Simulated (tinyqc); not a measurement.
Input admittance of a MOSFET at zero drain bias: distributed channel and distributed gate: two steps of the calculation.

Source and drain grounded, strong inversion, w = 2 pi f, Cox = eps0 eox/tox. The channel is an RC line of resistance 1/(mu Cox Vo) per square fed from both ends, so one finger has the intrinsic admittance y = i w Cox L tanh(g)/g per width, g = (1/2) sqrt(i w tau), tau = L^2/(mu Vo). The vertical resistance rv/L is in series with y, the overlaps 2 i w Cov in parallel: y_t = 1/(1/y + rv/L) + 2 i w Cov. The gate strip is a line of Rsh/L per length loaded by y_t, so a finger has Y = y_t Wf tanh(k)/k, k = (Wf/sd) sqrt(y_t Rsh/L); the device has Nf Y.

Values chosen for this exercise; values of the order met in silicon radio-frequency transistors: relative permittivity of the gate insulator (close to aluminium oxide) eox = 9.22; insulator thickness tox = 5.2 nm; channel length L = 0.26 um; finger width Wf = 5.8 um; number of fingers Nf = 64; channel mobility mu = 120 cm^2/(V s); gate overdrive Vo = 0.51 V; sheet resistance of the gate Rsh = 22 ohm/square; vertical resistivity of the gate stack rv = 5.5 ohm um^2; number of ends at which a finger is contacted sd = 2; overlap and fringe capacitance on each side Cov = 0.16 fF/um; frequency f = 16 GHz.

Constants: eps0 = 8.8541878128e-14 F/cm where lengths are in cm. Results are converted to the units shown.

Question 1. Low-frequency resistances and capacitance. Low-frequency limits, with c = Cox L and ct = c + 2 Cov: R_strip = Rsh Wf/(3 sd^2 L Nf), R_ch = (c/ct)^2 L/(12 mu Cox Vo Wf Nf), R_vert = (c/ct)^2 rv/(L Wf Nf), C = ct Wf Nf.

Wanted: parts; sum; C; 1/(2 pi R C).

Answer 1.

parts (ohm): strip 0.63902, channel 0.52239, vertical 0.049003
sum = 1.2104 ohm
C = 1633.9 fF
1/(2 pi R C) = 80.473 GHz

The strip term is the largest, 52.8 % of the sum.

Question 2. Input impedance of the device. k and Y as defined; Z = 1/(Nf Y) = R + 1/(i w C); Q = |Im Z|/R; signal at the point farthest from a contact |1/cosh k|.

y_t = 40.95587+437.67770i uS/um

Give: k; Nf Y; R; C; Q; signal at the far point.

Answer 2.

k = 0.4135+0.3766i
Nf Y = 31.1+157.4i mS
R = 1.208 ohm
C = 1627 fF
Q = 5.060
signal at the far point = 0.9779

Computed by the program tinyqc: `OMP_NUM_THREADS=1 python tinyqc.py 2262087 2262088 out.jsonl`, one thread of a shared Intel Xeon 2.30GHz, about 0.01 s for the whole run.
